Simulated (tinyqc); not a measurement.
Out-diffusion of a doped substrate or buried layer into a growing epitaxial film: one step, computed by the program tinyqc.

x is counted from the original substrate surface into the film, whose surface moves as x = v t. Substrate dopant has one diffusivity; the dopant of the film is taken as uniform.

Task: Moving boundary against the simple erfc. For a surface that grows from dopant-free material and loses none by evaporation, with u = x/l and s = G - u: C/C_s = (1/2) [erfc(u) + (1 + 4 G (G + s)) exp(4 G s) erfc(G + s) - (4G/sqrt(pi)) exp(-u^2)]; for large G it tends to (1/2) erfc(u). Early in the growth G = sqrt(v x_s/(4 D)) for the thickness x_s reached so far; rows give C at the interface (u = 0) and at the surface (u = G).

Inputs (values chosen for the exercise, modelled on phosphorus in silicon): substrate concentration C_s = 7e+19 1/cm^3; growth rate v = 0.98 um/min; growth temperature T = 1100 C.

Film doping: opposite type.

diffusivity D = 1.666110e-13 cm^2/s

Give: The first stage of growth.

Result:

The first stage of growth:

| G | C/C_s at the interface | C at the surface (1/cm^3) | simple erfc there (1/cm^3) | ratio | thickness x_s (nm) |
|---|---|---|---|---|---|
| 0.10 | 0.8240 | 5.555e+19 | 3.106e+19 | 1.788 | 4.080e-02 |
| 0.25 | 0.6797 | 3.844e+19 | 2.533e+19 | 1.518 | 2.550e-01 |
| 0.50 | 0.5772 | 1.959e+19 | 1.678e+19 | 1.167 | 1.020e+00 |
| 0.75 | 0.5381 | 9.212e+18 | 1.011e+19 | 0.911 | 2.295e+00 |
| 1.00 | 0.5209 | 3.975e+18 | 5.505e+18 | 0.722 | 4.080e+00 |
| 1.50 | 0.5079 | 5.618e+17 | 1.186e+18 | 0.474 | 9.181e+00 |
| 2.00 | 0.5037 | 5.360e+16 | 1.637e+17 | 0.327 | 1.632e+01 |
| 2.50 | 0.5020 | 3.370e+15 | 1.424e+16 | 0.237 | 2.550e+01 |
| 3.00 | 0.5012 | 1.372e+14 | 7.732e+14 | 0.177 | 3.672e+01 |

Caution: rows with a thickness or a length l = x_s/G below about 1 nm are formal for a continuum model.
